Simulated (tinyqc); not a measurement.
Worked calculation: Kronig-Penney superlattice by transfer matrices. Values are carried at full precision from step to step, so a last printed digit may differ when a step is redone from the rounded ones.

Wells (width a, potential 0, mass mw) alternate with barriers (width b, height V0, mass mb); period d = a + b; c = hbar^2/2m0. The vector (psi, psi'/m) is continuous, and a layer of thickness t carries it by M = [[cos kt, (m/k) sin kt], [-(k/m) sin kt, cos kt]] with k = sqrt(m (E - V)/c); for E < V, k = i kappa gives [[cosh, (m/kappa) sinh], [(kappa/m) sinh, cosh]] of kappa t. A Bloch state obeys cos(q d) = tr(Mb Mw)/2.

Constants: hbar^2/2m0 = 3.80998211 eV angstrom^2; hbar = 6.58211957e-16 eV s.

Inputs chosen for the exercise (near those of an InGaAs superlattice with barriers of InP; not measured data): a = 158 angstrom (well width); b = 43 angstrom (barrier width); V0 = 0.239 eV (barrier height); mw = 0.04 m0 (mass in the wells); mb = 0.0774 m0 (mass in the barriers); E = 0.0212 eV (trial energy); F = 10 kV/cm (field along the axis).

## Layer matrices at one energy

Form the matrix of the well and of the barrier at E.

k in the well = 0.01492 1/angstrom
kappa in the barrier = 0.06652 1/angstrom

Mw (angstrom units):
```
          1         2
1  -0.70781    1.8940
2  -0.26347  -0.70781
```

Mb (angstrom units):
```
        1       2
1  8.7617  10.128
2  7.4806  8.7617
```

## The matrix of one period

Multiply M = Mb Mw and take half the trace. If its size is at most 1, E lies in a miniband and q d = arccos(tr M/2); otherwise the state decays by exp(-arccosh|tr M/2|) a period.

M:
```
         1       2
1  -8.8701  9.4256
2  -7.6033  7.9667
```

tr M/2 = -0.4517
q d in a band, or the decay exponent in a gap = 2.040

E lies in a miniband; det M = 1.0000, as for any such product.

## Miniband edges

The edges are the energies where tr M/2 = +1 (q = 0) or -1 (q = pi/d); the first three minibands.

Minibands:

| band | bottom (eV) | top (eV) | width (meV) |
|---|---|---|---|
| 1 | 0.0196 | 0.0218 | 2.2 |
| 2 | 0.0793 | 0.0890 | 9.7 |
| 3 | 0.1772 | 0.2047 | 27.4 |

3 minibands of these lie wholly below V0. The first gap is 57.5 meV wide; the single well of width a has E1 = 0.0207 eV, inside the first miniband.

## Dispersion along the axis

Solve tr M/2 = cos(q d) inside each miniband at q d/pi = 0, 1/6, ..., 1. The cosine form is E_bottom + (W/2)(1 - cos q d) with the true width W.

Energies (eV):

| q d/pi | band 1 | cosine form | band 2 |
|---|---|---|---|
| 0.000 | 0.0196 | 0.0196 | 0.0890 |
| 0.167 | 0.0198 | 0.0198 | 0.0883 |
| 0.333 | 0.0202 | 0.0202 | 0.0864 |
| 0.500 | 0.0207 | 0.0207 | 0.0839 |
| 0.667 | 0.0213 | 0.0213 | 0.0816 |
| 0.833 | 0.0217 | 0.0217 | 0.0799 |
| 1.000 | 0.0218 | 0.0218 | 0.0793 |

The cosine form, which holds for hopping between neighbouring wells alone, misses band 1 by at most 0.0 meV, 2 % of its width.

## Mass along the axis

With f(E) = tr M/2, 1 - (q d)^2/2 = 1 + f'(E_bottom)(E - E_bottom) gives m_z = -2 c f'/d^2 (f' by a central difference of 1e-6 eV at the bottom of band 1). The cosine form gives 4 c/(W d^2), W the width of band 1 between tr M/2 = +1 and -1.

f' = -986.2 1/eV
m_z = 0.1860 m0
m_z of the cosine form = 0.1718 m0
W = 2.20 meV

The mass along the axis is 4.65 times mw.

## In a field along the axis

One-band picture: ladder spacing e F d, Bloch frequency e F d/(2 pi hbar), and extent W/(e F) of a Stark state, with W the width of band 1; 1 kV/cm = 1e-5 V/angstrom.

e F d = 20.100 meV
Bloch frequency = 4.860 THz
W/(e F d) = 0.11 periods

The state is confined to about one period: the miniband has broken into a ladder of single-well levels.

## Checks

- Bottom of band 1 from 121 plane waves (the mass step taken by inverting the matrix of m) against the transfer matrix, eV: both 0.0196.

Run: tinyqc, `OMP_NUM_THREADS=1 python tinyqc.py 1250224 1250225 out.jsonl`; Intel(R) Xeon(R) Processor @ 2.30GHz, one thread, shared host; about 0.04 s of CPU time with all checks.
